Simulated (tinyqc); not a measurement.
# From single traps to 1/f noise

7 half-filled traps with time constants tau_j = 5.4e-8 s times 10^(1 j), j = 0..6, each shift the threshold by a = 18 uV when filled and give the Lorentzian a^2 tau/(1 + (2 pi f tau)^2). For time constants spread evenly in ln tau the sum tends to a^2/(4 f ln(10^1)). slope = d ln S/d ln f.

Results:
```
f (Hz)  S (uV^2/Hz)  1/f limit (uV^2/Hz)       slope  j of the largest term
0.01         19.440               3517.8  -2.0742e-5                      6
0.1          19.420               351.78  -0.0020716                      6
1            17.632               35.178    -0.18396                      6
30           1.2192               1.1726    -0.99199                      5
1000       0.033284             0.035178    -0.97085                      3
30000     0.0012360            0.0011726     -1.0088                      2
1e7       1.5671e-6            3.5178e-6     -1.8572                      0
1e8       1.6874e-8            3.5178e-7     -1.9984                      0
```

Estimate the missing row, f = 1e6 Hz.

Computed row:
```
f (Hz)  S (uV^2/Hz)  1/f limit (uV^2/Hz)    slope  j of the largest term
1e6       3.1361e-5            3.5178e-5  -1.0313                      0
```

With this row back in the table: Below the slowest trap (1/(2 pi tau) = 2.9 Hz) the spectrum is flat, slope 0.00 in the first row; above the fastest (2.9e6 Hz) the slope tends to -2 (-2.00 in the last row). In between, at 30, 1000 and 30000 Hz, the slopes are -0.99, -0.97 and -1.01, and S is 5.4 % below the 1/f limit at 1000 Hz.

tinyqc, about 0.01 s, one thread, Intel Xeon 2.30GHz (shared host): `OMP_NUM_THREADS=1 python tinyqc.py 2150129 2150130 out.jsonl`
